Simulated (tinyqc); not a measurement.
Two-step dopant diffusion (predeposition and drive-in) with a constant diffusivity: one step, computed by the program tinyqc. Command: `OMP_NUM_THREADS=1 python tinyqc.py 3007653 3007654 out.jsonl dopdiff walk`. One thread of a shared host (Intel(R) Xeon(R) Processor @ 2.30GHz), about 0.04 s of CPU time with the checks.

Fick diffusion into a half space x > 0 whose background doping C_B is of the opposite type, so that a junction lies where C = C_B.

Question. Drive-in as a Gaussian. With a sealed surface and a thin source, C = Q/sqrt(pi (Dt)2) exp(-x^2/(4 (Dt)2)); x_j = 2 sqrt((Dt)2 ln(C(0)/C_B)); gradient at the junction |dC/dx| = C_B x_j/(2 (Dt)2).

Inputs (values chosen for the exercise, modelled on arsenic in silicon):
```
quantity                        value    unit
surface concentration C_s     1.5e+20  1/cm^3
background doping C_B         1.4e+16  1/cm^3
predeposition temperature T1      975       C
drive-in temperature T2          1100       C
stand-by temperature              750       C
```

dose Q = 2.107314e+14 1/cm^2

drive-in budget (Dt)2 = 2.459626e-10 cm^2

Give: surface concentration C(0) (Gaussian); junction depth x_j; gradient at the junction.

Answer.

surface concentration C(0) (Gaussian) = 7.5809e+18 1/cm^3

junction depth x_j = 0.78694 um

gradient at the junction = 2.2396e+21 1/cm^4

Caution: C_s exceeds the intrinsic carrier density of silicon at the predeposition temperature (2e18 to 1e19 per cm^3), where real diffusivities rise with concentration and profiles turn box-like.
